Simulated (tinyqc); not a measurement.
# Doping from resistivity

Inverse problem. A uniform, uncompensated and fully ionised sample has rho = 1/(q N mu), mu = m1 + (m2 (T/300 K)^(-bt) - m1)/(1 + (N/Nr)^am). Find N, mu and the diffusion coefficient mu Vt.

Inputs (values chosen for the exercise):
- T = 400 K (temperature)
- m1 = 70.2 cm^2/(V s) (mobility limit at high doping)
- m2 = 1440 cm^2/(V s) (mobility limit at low doping, at 300 K)
- Nr = 9.37e16 cm^-3 (reference doping of the mobility law)
- am = 0.683 (exponent of the mobility law)
- bt = 2.1 (temperature exponent of m2)

Constants: q = 1.602176634e-19 C, kB = 1.380649e-23 J/K, Vt = kB T/q. Results are converted to the units shown.

resistivity = 0.012847929 ohm cm

Answer. With am below 1 the product N mu rises steadily with N, so one doping matches; it is found by iterating N = 1/(q rho mu(N)).

N = 4.00e18 cm^-3
mu = 121 cm^2/(V s)
diffusion coefficient = 4.19 cm^2/s

Program tinyqc, `OMP_NUM_THREADS=1 python tinyqc.py 2110025 2110026 out.jsonl`; Intel Xeon 2.30GHz, shared host, one thread, about 0.01 s.
